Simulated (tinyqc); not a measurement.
Equilibrium and kinetic segregation of a solute to boundaries and growing surfaces: one step, computed by the program tinyqc.

Task: Boundary energy. Gibbs adsorption for this isotherm in a dilute matrix: gamma = gamma_0 + Gam_0 [k_B T ln(1 - theta) + z w theta^2/2], Gam_0 = delta/Omega sites per area.

Inputs (values chosen for the exercise, modelled on phosphorus in polycrystalline silicon):
```
quantity                             value        unit
interaction z w (positive attracts)   0.19          eV
temperature T                         1125           K
boundary thickness delta              0.38          nm
atomic volume Omega                  20.02  angstrom^3
clean boundary energy gamma_0          0.6       J/m^2
```

Isotherm: Fowler-Guggenheim.

coverage theta = 0.01759267

Constants: 1 eV/angstrom^2 = 16.02176634 J/m^2; k_B = 8.617333262e-05 eV/K.

Give: Gam_0; boundary energy gamma.

Result:

Gam_0 = 18.98 1/nm^2

boundary energy gamma = 0.5949 J/m^2

Segregation lowers gamma by 0.86 %, and the driving force of grain growth with it.
